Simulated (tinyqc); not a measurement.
Composition from the perpendicular lattice constant.

Inverse problem. The layer is x parts of the first compound and 1 - x of the second, grown coherently on the second as substrate and barrier. Rows of the table: lattice constant a, average valence level Ea on an absolute scale, spin-orbit splitting so, gaps at Gamma, X and L, hydrostatic deformation potentials av and ac (Gamma), shear potential b, elastic constants, electron and heavy-hole (along z) masses. All are interpolated linearly in x; gaps get -C x (1 - x), taken wholly in the conduction band; real line-ups can differ from this model by 0.1 eV or more. In-plane strain e = (a_substrate - a)/a, e_z = -2 (c12/c11) e, volume change 2 e + e_z. X-ray diffraction gives a_z = a (1 + e_z) of the coherent layer. Find x, e and the relaxed Gamma gap.

Inputs (values chosen for the exercise):
```
symbol,value,unit,meaning
CG,0.19,eV,bowing of the Gamma gap
CX,0.24,eV,bowing of the X gap
CL,0.16,eV,bowing of the L gap
```

Binary compounds, values chosen for the exercise:

|  | close to GaP | close to GaAs |
|---|---|---|
| a (angstrom) | 5.451 | 5.653 |
| Ea (eV) | -7.4 | -6.92 |
| so (eV) | 0.0802 | 0.339 |
| EG (eV) | 2.78 | 1.4 |
| EX (eV) | 2.26 | 1.92 |
| EL (eV) | 2.58 | 1.73 |
| av (eV) | 1.68 | 1.16 |
| ac (eV) | -7.19 | -7.26 |
| b (eV) | -1.82 | -1.7 |
| c11 (GPa) | 140 | 119 |
| c12 (GPa) | 62.3 | 53.5 |
| me (m0) | 0.131 | 0.067 |
| mh (m0) | 0.332 | 0.347 |

lattice constant along the growth direction = 5.56870276 angstrom

Answer. a_z changes steadily with x, about (1 + 2 c12/c11) times as fast as the relaxed lattice constant, so one composition matches.

x = 0.2200
e = 0.7924 %
relaxed Gamma gap = 1.671 eV

Numbers from tinyqc (`OMP_NUM_THREADS=1 python tinyqc.py 2690115 2690116 out.jsonl`; about 0.01 s on one thread of a shared Intel Xeon 2.30GHz).
